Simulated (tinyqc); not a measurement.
CISD on RHF in the 6-311g basis, for He, spin multiplicity 1, step by step. One step of it, computed by the program tinyqc.

Task: Orthogonalisation. S = U s U^T; canonical form X = U s^(-1/2), so that X^T S X = 1. Each column of U has its largest component positive (the first on a tie).

overlap S, order 1He 1s, 1He 2s, 1He 3s:
```
[[1.000000, 0.680472, 0.328596],
 [0.680472, 1.000000, 0.751574],
 [0.328596, 0.751574, 1.000000]]
```

Give: eigenvalues of S; X.

Result:

eigenvalues of S: [0.136, 0.673, 2.191]

X, order 1He 1s, 1He 2s, 1He 3s:
```
[[-1.102, 0.913, 0.353],
 [2.064, -0.049, 0.438],
 [-1.376, -0.805, 0.374]]
```
